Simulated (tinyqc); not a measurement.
Worked calculation: polar nitride quantum well with polarisation fields. Values are carried at full precision from step to step, so a last printed digit may differ when a step is redone from the rounded ones.

Growth along [0001]. e_par = (a_sub - a)/a, Ppz = 2 e_par (e31 - e33 C13/C33), P = Psp + Ppz in each layer; strain relaxation and the strain shift of the gaps are left out, although thick layers with more than about 1 % mismatch would relax.

Constants: hbar^2/2m0 = 3.80998211 eV angstrom^2; hc = 1239.841984 eV nm.

Parameters, chosen for this exercise (near those of an InGaN well in GaN; the results hold for these values, not for the real material): a_w = 3.26 angstrom (lattice constant a, well); a_b = 3.189 angstrom (lattice constant a, barrier); a_sub = 3.189 angstrom (in-plane lattice constant of the stack); Psp_w = -0.0286 C/m^2 (spontaneous polarisation); Psp_b = -0.0349 C/m^2 (spontaneous polarisation); e31_w = -0.344 C/m^2; e31_b = -0.347 C/m^2; e33_w = 0.689 C/m^2; e33_b = 0.695 C/m^2; C_w = 0.276 (C13/C33); C_b = 0.271 (C13/C33); Lw = 15 angstrom (well width); Lb = 95 angstrom (barrier width); eps_w = 11 (dielectric constant); eps_b = 10.4 (dielectric constant); Eg = 2.666 eV (gap of the well); Vc = 0.526 eV (conduction offset); Vv = 0.248 eV (valence offset); me = 0.174 m0 (electron, well); meb = 0.2 m0 (electron, barrier); mh = 1.63 m0 (hole, everywhere).

## Strain and polarisation

Give strain and polarisation of well and barrier; the bound sheet charge is |P_w - P_b|/e with e = 1.602176634e-19 C.

Layers:
```
layer       e_par  Ppz (C/m^2)  P (C/m^2)
well     -0.02178      0.02327   -0.00533
barrier   0.00000      0.00000   -0.03490
```

sheet charge = 1.845 x 1e13/cm^2

Of P_w - P_b = +0.0296 C/m^2 the piezoelectric part gives +0.0233 and the spontaneous part +0.0063.

## Built-in fields

In a periodic stack without free charge the potential drop over a period vanishes: F_w = (P_b - P_w) Lb/(eps0 (eps_w Lb + eps_b Lw)), F_b = -F_w Lw/Lb, eps0 = 8.8541878e-12 F/m; 1 MV/cm = 1e8 V/m = 0.01 V/angstrom.

Give both fields and the drop |F_w| Lw across the well.

F_w = -2.641 MV/cm
F_b = 0.417 MV/cm
drop = 0.396 eV

## Levels with and without the field

Envelope functions on cells of 0.25 angstrom over barrier, well, barrier (widths Lb, Lw, Lb), psi = 0 beyond, psi'/m continuous (mean mass between points), c = hbar^2/2m0. With u(z) the integral of e F (F_w in the well, F_b = -F_w Lw/Lb in the barriers, 1 MV/cm = 0.01 V/angstrom), zero at the centre of the well, the electron sees u plus Vc in the barriers and the hole -u plus Vv. The transition is Eg + E_e + E_h; excitons are left out.

Ground states of electron and hole, their centres, the squared overlap, the transition and its wavelength hc/E.

Results:
```
case            E_e (eV)  E_h (eV)  <z>_e  <z>_h  overlap^2  E (eV)     nm
no field          0.2426    0.0505    0.0    0.0      0.901  2.9591  419.0
built-in field    0.2121   -0.0139    3.6   -4.8      0.481  2.8642  432.9
```

The field shifts the line by -95 meV, pulls the carriers 8.4 angstrom apart and, with the rate proportional to overlap^2, lengthens the radiative lifetime by a factor 1.87.

## Estimate from two triangular wells

For a strong field: E = Eg - |e F_w| Lw + a0 (c (e F_w)^2)^(1/3) (me^(-1/3) + mh^(-1/3)), a0 = 2.338107, hard walls, c = hbar^2/2m0, 1 MV/cm = 0.01 V/angstrom.

electron term = 0.5802 eV
hole term = 0.2752 eV
E = 3.1252 eV

The electron term exceeds the drop across the well, so the electron still feels the far wall and the estimate is outside its range. Against the grid result 2.8642 eV the estimate errs by +261 meV: +170 from the electron and +91 from the hole, since hard walls stand in for offsets of 0.526 and 0.248 eV into which the carriers leak.

## Checks

- Electron level without field against the matching condition of the square well, eV: both 0.243.

(tinyqc, `OMP_NUM_THREADS=1 python tinyqc.py 1281755 1281756 out.jsonl`, Intel(R) Xeon(R) Processor @ 2.30GHz, 1 thread, shared host, about 0.07 s.)
